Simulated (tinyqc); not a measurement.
Inside a calculation. Model: strained Delta valleys, repopulation and conductivity mass.

Numbers from tinyqc (`OMP_NUM_THREADS=1 python tinyqc.py 2530055 2530056 out.jsonl`; about 0.01 s on one thread of a shared Intel Xeon 2.30GHz). Printed values are rounded.

A cubic crystal with three pairs of conduction valleys along x, y and z under uniaxial stress X along [001] (X > 0 is tension); current along [110]. Non-degenerate electrons, fixed total density, one relaxation time for all valleys and stresses, masses unchanged by strain, so the mobility goes as the mean inverse mass.

Parameters, values chosen for the exercise; values close to those of silicon: temperature T = 293 K; compliance s11 = 7.82 1/TPa; compliance s12 = -2.13 1/TPa; compliance s44 = 12.4 1/TPa; shear deformation potential Xu = 8.84 eV; longitudinal mass ml = 0.934 m0; transverse mass mt = 0.186 m0; uniaxial stress (tension positive) X = -720 MPa.

Constants: q = 1.602176634e-19 C, kB = 1.380649e-23 J/K, Vt = kB T/q. Results are converted to the units shown.

## Strain tensor

Stress s_ij = X a_i a_j with a the unit vector along [001]; strain e_ii = s11 s_ii + s12 (s_jj + s_kk), e_ij = s44 s_ij/2.

strain (%):

|  | x | y | z |
|---|---|---|---|
| x | 0.153360 | 0.000000 | 0.000000 |
| y | 0.000000 | 0.153360 | 0.000000 |
| z | 0.000000 | 0.000000 | -0.563040 |

## Valley shifts and shares

Valley shift dE = Xu (n.e.n - trace(e)/3) with n the valley axis; share f proportional to exp(-dE/Vt).

| valley | dE (meV) | share f |
|---|---|---|
| x | 21.1099 | 0.070012 |
| y | 21.1099 | 0.070012 |
| z | -42.2198 | 0.859975 |

The splitting is 63.3 meV, 2.5 Vt.

## Conductivity mass and mobility

Inverse mass along the current d = [110]: (n.d)^2/ml + (1 - (n.d)^2)/mt; mu/mu0 = sum f (1/m) over the plain mean of 1/m.

1/m along d, valley x to z (1/m0): [3.22350, 3.22350, 5.37634]
conductivity mass = 0.197048 m0
unstrained value = 0.253735 m0
mu/mu0 = 1.28768

The possible range, all electrons in one kind of valley, is 0.818 to 1.36.
